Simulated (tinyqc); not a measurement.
Worked calculation: ellipsoidal valleys in the axes of a wafer and a channel. Values are carried at full precision from step to step, so a last printed digit may differ when a step is redone from the rounded ones.

Valleys with axes a along x, y and z, two valleys each; inverse mass tensor w = 1/mt + (1/ml - 1/mt) a a. Device axes: z = nz/|nz|, x = nx/|nx|, y = z cross x; in them a = (ax, ay, az). Confinement mass mz = 1/w_zz. In the plane w_ij is replaced by u_ij = w_ij - w_iz w_jz/w_zz (i, j = x, y); density-of-states mass md = 1/sqrt(det u); conductivity mass along x mc = 1/u_xx; ballistic transport mass mx = u_yy/det u, width mass my = 1/u_yy.

Constants: hbar^2/2m0 = 3.80998211 eV angstrom^2; kB = 8.617333262e-05 eV/K.

Inputs chosen for the exercise (near those of the Delta valleys of Si; the results hold for these values, not for the real material): ml = 0.917 m0 (longitudinal mass); mt = 0.193 m0 (transverse mass); nz = (0, 0, 1) (surface normal (confinement)); nx = (1, 1, 0) (channel direction); t = 7 nm (thickness of the film); T = 400 K (temperature).

## Device axes and valley axes

Give the rows x, y, z in cubic components and each valley axis in device components.

device axes:
```
     [100]   [010]   [001]
x   0.7071  0.7071  0.0000
y  -0.7071  0.7071  0.0000
z   0.0000  0.0000  1.0000
```

valley axes:
```
       ax       ay      az
x  0.7071  -0.7071  0.0000
y  0.7071   0.7071  0.0000
z  0.0000   0.0000  1.0000
```

## Tensors of the valley x

Form w and the reduced tensor u.

w (1/m0):
```
        x       y       z
x  3.1359  2.0454  0.0000
y  2.0454  3.1359  0.0000
z  0.0000  0.0000  5.1813
```

u (1/m0):
```
        x       y
x  3.1359  2.0454
y  2.0454  3.1359
```

w_xz = w_yz = 0: the normal is a principal axis and u is the upper block of w.

## Masses of all valleys

Give mz, md, mc, mx and my.

Masses (m0):

| valley | mz | md | mc | mx | my |
|---|---|---|---|---|---|
| x | 0.1930 | 0.4207 | 0.3189 | 0.5550 | 0.3189 |
| y | 0.1930 | 0.4207 | 0.3189 | 0.5550 | 0.3189 |
| z | 0.9170 | 0.1930 | 0.1930 | 0.1930 | 0.1930 |

mz md^2 = ml mt^2 = 0.03416 for every valley, so a heavy confinement mass comes with a small density of states. The heaviest mz is 0.917, for z.

## Subbands and shares in a film

Hard walls: E_n = c (n pi/t)^2/mz, c = hbar^2/2m0, n = 1, 2, 3. Non-degenerate share of a valley proportional to md sum_n exp(-E_n/kT); mean 1/mc = sum of share/mc. 1 nm = 10 angstrom.

Give the ladders, the shares and the mean conductivity mass.

Subbands:

| valley | E1 (meV) | E2 (meV) | E3 (meV) | share |
|---|---|---|---|---|
| x | 39.8 | 159.0 | 357.9 | 0.263 |
| y | 39.8 | 159.0 | 357.9 | 0.263 |
| z | 8.4 | 33.5 | 75.3 | 0.473 |

mean mc = 0.2436 m0

The lowest ladder (z) holds 47 % of the electrons in these valleys, the next starts 31 meV higher. With E3 - E1 below about 3 kT, three subbands are too few and the shares are approximate.

## Checks

- mz md^2 against ml mt^2: they agree to 1e-10 or better.
- mx my against md^2: they agree to 1e-10 or better.

Program tinyqc; command `OMP_NUM_THREADS=1 python tinyqc.py 1880689 1880690 out.jsonl`; about 0.01 s on one thread of a shared Intel(R) Xeon(R) Processor @ 2.30GHz.
